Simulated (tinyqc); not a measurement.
Configuration-coordinate model of a defect: Huang-Rhys factor and luminescence line shape: one step, computed by the program tinyqc.

Ground state E_g(Q) = (1/2) omega_g^2 Q^2; excited state E_e(Q) = E_0 + (1/2) omega_e^2 (Q - dQ)^2 with omega_e = omega_g and E_0 = E_ZPL. Q is mass-weighted; the dipole does not depend on Q (Condon approximation).

Problem. Crossing, radiative lifetime and thermal quenching. The curves cross at the root Q_c nearest dQ; the barrier is (1/2) omega_e^2 (Q_c - dQ)^2, with (1/2) omega^2 = (hbar omega)^2/(2 hbar^2/u). k_r = n_r omega^3 mu^2/(3 pi eps_0 hbar c^3) at the vertical emission energy, without local-field correction; k_nr = nu_0 exp(-barrier/k_B T) (Mott-Seitz); yield = k_r/(k_r + k_nr); T_1/2 = barrier/(k_B ln(nu_0/k_r)).

Inputs (values chosen for the exercise, for a model defect):
```
quantity                          value              unit
zero-phonon energy E_ZPL          0.826                eV
displacement dQ                   0.365  u^(1/2) angstrom
ground-state phonon hbar omega_g   43.4               meV
temperature T                       200                 K
refractive index n_r               2.98                 -
transition dipole mu                1.1        e angstrom
quenching prefactor nu_0          4e+12               1/s
```

Modes: equal frequencies in both states.

vertical emission energy = 0.7959847 eV

Constants: hbar^2/u = 4.18015928e-03 eV angstrom^2; hbar = 6.582119569e-16 eV s; e = 1.602176634e-19 C; eps_0 = 8.8541878128e-12 F/m; hbar = 1.054571817e-34 J s; c = 299792458 m/s; k_B = 8.617333262e-05 eV/K.

Give: Q_c; classical barrier; radiative lifetime; luminescence yield; quenching temperature T_1/2.

Solution.

Q_c = 5.2048 u^(1/2) angstrom

classical barrier = 5.2772 eV

radiative lifetime = 144.85 ns

luminescence yield = 1

quenching temperature T_1/2 = 4615.0 K

The barrier is so high that this route does not halve the yield below 1000 K. Caution: the curves cross far outside the range of the harmonic model, so the barrier and T_1/2 have no quantitative meaning.
